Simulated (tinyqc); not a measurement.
Classical Heisenberg spin chain: exact results, Metropolis, heat-bath and over-relaxation steps, and a Monte Carlo run: one step, computed by the program tinyqc.

E = -J sum_i s_i . s_(i+1) for unit vectors s_i on an open chain; K = J/(k_B T).

Question. Exact results. Each bond angle is independent, so u = <s_i . s_(i+1)> = coth K - 1/K, <s_i . s_(i+n)> = u^n, correlation length xi = -1/ln|u|, energy per bond -J u, heat capacity per bond c/k_B = 1 - K^2/sinh^2 K, and for the long chain chi = mu^2 (1 + u)/(3 k_B T (1 - u)) per spin.

Inputs (values chosen for the exercise, for a model chain of large moments): coupling J = 17 meV; temperature T = 71.2 K; moment mu = 4.5 mu_B.

Constants: k_B = 8.617333262e-05 eV/K; mu_B = 5.7883818060e-05 eV/T.

Give: K; u; xi; energy per bond; heat capacity; chi over the Curie value; chi.

Answer.

K = 2.7707

u = 0.64696

xi = 2.2963 sites

energy per bond = -10.998 meV

heat capacity = 0.87865 k_B/bond

chi over the Curie value = 4.6650

chi = 0.29707 mu_B/T per spin
